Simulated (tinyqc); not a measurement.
Collinear exchange A + BC -> AB + C on a London-Eyring-Polanyi-Sato surface: saddle, string of images and rate: one step, computed by the program tinyqc. Command: `OMP_NUM_THREADS=1 python tinyqc.py 3112723 3112724 out.jsonl leps walk`. One thread of a shared host (Intel(R) Xeon(R) Processor @ 2.30GHz), about 0.04 s of CPU time with the checks.

x = r(AB), y = r(BC), r(AC) = x + y. V is counted from separated atoms, the barrier from A + BC, that is V + D(BC).

Task: Transition-state rate. One-dimensional rate constant without tunnelling, k = sqrt(k_B T/(2 pi mu)) [sinh(h nu_BC/(2 k_B T))/sinh(h nu_s/(2 k_B T))] exp(-barrier/(k_B T)) with mu = m_A (m_B + m_C)/(m_A + m_B + m_C); Wigner factor 1 + (h nu_i/(k_B T))^2/24; adiabatic barrier = barrier + h (nu_s - nu_BC)/2.

Inputs (values chosen for the exercise, for a model exchange):

| quantity | value | unit |
|---|---|---|
| mass of A | 35 | u |
| mass of B | 19 | u |
| mass of C | 1.008 | u |
| temperature T | 500 | K |

barrier = 0.3749442 eV

real frequency at the saddle = 37.06977 THz

nu_BC = 89.67083 THz

imaginary frequency = 13.84660 THz

Constants: h x 1 THz = 4.135667696 meV; k_B = 1.380649e-23 J/K; u = 1.6605390666e-27 kg; k_B = 8.617333262e-05 eV/K.

Give: adiabatic barrier; rate constant k; Wigner factor.

Result:

adiabatic barrier = 0.26617 eV

rate constant k = 48.691 cm/s

Wigner factor = 1.0736
